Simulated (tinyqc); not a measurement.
## Polarisation charge from two barrier thicknesses

Problem. VT = phiB - dEc - q sigma d/(eps0 eps_r). Find sigma, phiB - dEc and the thickness at which VT = 0.

Inputs (values chosen for the exercise):
- eps_r = 9.3 (relative permittivity of barrier and channel)

Constants: q = 1.602176634e-19 C, eps0 = 8.8541878128e-14 F/cm where lengths are in cm. Results are converted to the units shown.

VT for d = 30 and 40 nm (V): [-5.0481343, -7.0089458]

Answer. VT is linear in d.

sigma = 1.008e13 cm^-2
phiB - dEc = 0.8343 V
thickness for VT = 0 = 4.255 nm

Computed by the program tinyqc: `OMP_NUM_THREADS=1 python tinyqc.py 2570016 2570017 out.jsonl`, one thread of a shared Intel Xeon 2.30GHz, about 0.02 s for the whole run.
